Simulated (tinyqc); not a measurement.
Bloch-Grueneisen resistivity of a metal: one step, computed by the program tinyqc. Command: `OMP_NUM_THREADS=1 python tinyqc.py 3015996 3015997 out.jsonl bg walk`. One thread of a shared host (Intel(R) Xeon(R) Processor @ 2.30GHz), about 0.01 s of CPU time with the checks.

Electrons scatter from a Debye spectrum of phonons (n = 5 for scattering within one band, n = 3 for scattering into a second, heavy band) and from static defects.

Task: The integral and the phonon part. J_n(y) = int_0^y x^n e^x/(e^x - 1)^2 dx, by 96 Gauss-Legendre points (upper limit at most 60). rho_ph = (n - 1) rho_1 (T/Theta)^n J_n(Theta/T), with rho_1 = 2 pi lambda_tr k_B Theta/(hbar eps_0 w_p^2), the high-temperature line at T = Theta.

Inputs (values chosen for the exercise, modelled on nickel): exponent n = 5; Debye temperature Theta = 379 K; temperature T = 200 K.

Addition: saturation.

rho_1 = 9.202891 microohm cm

Give: Theta/T; J_n; phonon resistivity rho_ph.

Result:

Theta/T = 1.895

J_n = 2.658

phonon resistivity rho_ph = 4.005 microohm cm

This is 82.5 % of the straight line rho_1 T/Theta.
